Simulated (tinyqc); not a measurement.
# Gate voltage for a given inversion charge

Inverse problem. p-type body, charge-sheet picture, depletion and inversion only, full ionisation (an idealisation for deep acceptors), Boltzmann statistics (rough once Na exp(x - xn) passes about Nc/7). In units of Vt: xg = (Vg - Vfb)/Vt, x = psi/Vt, G = gamma/sqrt(Vt), xn = (2 phiF + Vc)/Vt. The implicit equation is (xg - x)^2 = G^2 [x - 1 + exp(x - xn)] for x above about 3. Cox = eps0 eox/tox. ni = sqrt(Nc Nv) exp(-Eg/(2 Vt)), Eg in volts; phiF = Vt ln(Na/ni); gamma = sqrt(2 q eps0 eps_r Na)/Cox. N_inv = (Cox Vt G/q) [sqrt(x - 1 + exp(x - xn)) - sqrt(x - 1)]. Find x - xn, psi and Vg.

Values chosen for this exercise; band and dielectric values close to those of silicon:

| symbol | value | unit | meaning |
|---|---|---|---|
| T | 250 | K | temperature |
| Eg | 1.13 | eV | band gap |
| eps_r | 11.6 |  | relative permittivity |
| Nc | 2.15e19 | cm^-3 | conduction-band density of states at T |
| Nv | 1.99e19 | cm^-3 | valence-band density of states at T |
| eox | 3.9 |  | relative permittivity of the gate insulator (close to silicon dioxide) |
| tox | 3.6 | nm | insulator thickness |
| Na | 1.7e17 | cm^-3 | acceptor density |
| Vfb | -0.72 | V | flat-band voltage |
| Vc | 0 | V | channel-body voltage |

Constants: q = 1.602176634e-19 C, kB = 1.380649e-23 J/K, Vt = kB T/q, eps0 = 8.8541878128e-14 F/cm where lengths are in cm. Results are converted to the units shown.

N_inv = 2.6e11 cm^-2

Solution. N_inv rises steadily with x, so it fixes x; the implicit equation then gives xg directly.

x - xn = 2.86
psi = 0.985 V
Vg = 0.550 V

Computed by the program tinyqc: `OMP_NUM_THREADS=1 python tinyqc.py 2122218 2122219 out.jsonl`, one thread of a shared Intel Xeon 2.30GHz, about 0.01 s for the whole run.
